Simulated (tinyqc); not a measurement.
Worked calculation: specific resistance of a metal-semiconductor contact and its transmission-line measurement. Computed by tinyqc, a small Python program that keeps every step. Command: `OMP_NUM_THREADS=1 python tinyqc.py 3024858 3024859 out.jsonl contact walk`. One thread of a shared host (Intel(R) Xeon(R) Processor @ 2.30GHz), about 0.01 s of CPU time with the checks. Intermediate numbers are printed to about 5 digits and carried at full precision; extremes and crossings named in words are read from the listed rows.

The barrier is parabolic (depletion approximation), energies E are normal energies counted from the band edge in the neutral semiconductor (downwards for holes), and the bias is zero. xi is an input, held fixed when other inputs move.

Inputs (values chosen for the exercise, modelled on n-type germanium):
```
quantity                                           value          unit
tunnelling mass m                                   0.12           m_0
permittivity eps                                      16             -
Richardson constant A*                               138  A/(cm^2 K^2)
barrier height phi_B                                0.67            eV
doping N                                         2.2e+19        1/cm^3
Fermi level above the band edge in the bulk, xi    0.039            eV
temperature T                                        300             K
sheet resistance R_sh                               1100           ohm
contact length d                                   0.024    micrometre
contact width W                                     0.93    micrometre
```

Image-force lowering: left out.

Constants: hbar = 1.054571817e-34 J s; eps_0 = 8.8541878128e-12 F/m; m_0 = 9.1093837015e-31 kg; k_B = 8.617333262e-05 eV/K; e = 1.602176634e-19 C.

## Tunnelling energy and barrier

E_00 = (e hbar/2) sqrt(N/(eps eps_0 m)); band bending E_b = phi_B + xi; depletion width w = sqrt(2 eps eps_0 E_b/(e^2 N)).

E_00 = 62.848 meV

E_00/k_B T = 2.4310

depletion width = 7.5493 nm

barrier used, above the bulk band edge = 0.709 eV

By the usual rule this is thermionic-field emission (0.5 to 5 k_B T).

## Transmission and supply

WKB transmission for E < E_b, with a = E/E_b: D = exp{-(E_b/E_00) [sqrt(1 - a) - a ln((1 + sqrt(1 - a))/sqrt(a))]}; D = 1 above. f = 1/(1 + exp((E - xi)/k_B T)).

E, D, f and D f at E/E_b = 0.05, 0.15, 0.3, 0.45, 0.6, 0.75, 0.9, 0.98:
```
E/E_b   E (eV)           D           f         D f
0.05   0.03545  5.7315e-05  5.3428e-01  3.0622e-05
0.15   0.10635  4.5733e-04  6.8804e-02  3.1466e-05
0.30   0.21270  4.7781e-03  1.2063e-03  5.7637e-06
0.45   0.31905  2.9510e-02  1.9741e-05  5.8255e-07
0.60   0.42540  1.2384e-01  3.2268e-07  3.9959e-08
0.75   0.53175  3.7047e-01  5.2743e-09  1.9540e-09
0.90   0.63810  7.8443e-01  8.6211e-11  6.7626e-11
0.98   0.69482  9.7887e-01  9.6097e-12  9.4066e-12
```

Among these points D f is largest at E/E_b = 0.15; for a non-degenerate tail the peak lies at E/E_b = 1/cosh^2(E_00/k_B T) = 0.030, but it cannot fall far below the Fermi level.

## Specific contact resistance

At zero bias 1/rho_c = (e A*/k_B^2) int D(E) f(E) dE, f = 1/(1 + exp((E - xi)/k_B T)); 200 Gauss-Legendre points from 0 to E_b, and k_B T ln(1 + exp((xi - E_b)/k_B T)) for the part above the barrier; the share of tunnelling is the part below.

specific contact resistance rho_c = 1.0104e-05 ohm cm^2

share of tunnelling = 100.000 %

rho_c by thermionic emission alone = 374.87 ohm cm^2

Tunnelling lowers rho_c by a factor 3.71e7. The field-emission exponent (E_b - xi)/E_00 is 10.7, the thermionic one (E_b - xi)/k_B T is 25.9.

## Current crowding

Transmission-line model: transfer length L_T = sqrt(rho_c/R_sh); R_c = (R_sh L_T/W) coth(d/L_T). Limits: rho_c/(W d) for d << L_T, sqrt(rho_c R_sh)/W for d >> L_T.

transfer length L_T = 0.95842 micrometre

d/L_T = 0.025041

contact resistance R_c = 45279 ohm

R_c W = 42110 ohm micrometre

short-contact limit = 45270 ohm

long-contact limit = 1133.6 ohm

The contact is short: the whole area carries current, and R_c scales as 1/d.

## A transmission-line measurement read back

Transmission-line model: transfer length L_T = sqrt(rho_c/R_sh); R_c = (R_sh L_T/W) coth(d/L_T). Two contacts a gap s apart give R = 2 R_c + R_sh s/W. A straight-line fit gives R_sh from the slope and R_c from the intercept; the simple reading takes L_x = R_c W/R_sh as the transfer length and rho_c = R_sh L_x^2.

Resistances:
```
gap s (micrometre)     R (ohm)
38                  1.3550e+05
77                  1.8163e+05
150                 2.6798e+05
310                 4.5723e+05
610                 8.1206e+05
```

L_x = 38.282 micrometre

rho_c by the simple reading = 0.016120 ohm cm^2

simple reading over true value = 1595.4

The simple reading is 1600 times too high, the factor coth^2(d/L_T): it holds only for d above about 2 L_T.

Checks made by the program: closed WKB exponent against numerical integration over the parabolic barrier (relative difference below 1e-10).
